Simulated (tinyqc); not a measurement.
Inside a calculation. Model: capacitance measurement on a leaky thin oxide: effects of series resistance and leakage.

Numbers from tinyqc (`OMP_NUM_THREADS=1 python tinyqc.py 2022010 2022011 out.jsonl`; about 0.01 s on one thread of a shared Intel Xeon 2.30GHz). Printed values are rounded.

The device is a capacitance C in parallel with a leakage conductance G, in series with Rs and Ls. An impedance meter reports either a parallel pair (Cp, Gp) from Y = 1/Z = Gp + i w Cp or a series pair (Cs, Rm) from Z = Rm + 1/(i w Cs); w = 2 pi f, dissipation D = Gp/(w |Cp|).

Inputs (values chosen for the exercise); values of the order met in thin-oxide MOS capacitors: relative permittivity of the gate insulator (close to silicon dioxide) eox = 3.9; insulator thickness tox = 3.1 nm; gate area A = 100 um^2; oxide-equivalent thickness added by the accumulation layer zc = 0.6 nm; oxide-equivalent thickness added by gate depletion zp = 0 nm; gate leakage current density, not matched to the thickness Jg = 0.00094 A/cm^2; voltage for an e-fold rise of the leakage Vs = 0.2 V; series resistance Rs = 18 ohm; series inductance Ls = 0 nH; measuring frequency f = 50000 Hz.

Constants: eps0 = 8.8541878128e-14 F/cm where lengths are in cm. Results are converted to the units shown.

## True capacitance and conductance

EOT = 3.9 tox/eox; CET = EOT + zc + zp; C = 3.9 eps0 A/CET; G = Jg A/Vs.

EOT = 3.1 nm
CET = 3.7 nm
C = 0.933279 pF
G = 0.0047 uS

## What the meter reports

Z = Rs + i w Ls + 1/(G + i w C).

Z = (0.05468-3.40978i) x 1e6 ohm
Cp = 0.933279 pF
Gp = 0.00470155 uS
Cs = 0.933519 pF
D = 0.0160354

Cp is within 0.01 % of C and Cs is 0.026 % above it; G Rs = 8.46e-8, w C Rs = 5.28e-6 and G/(w C) = 0.0160.
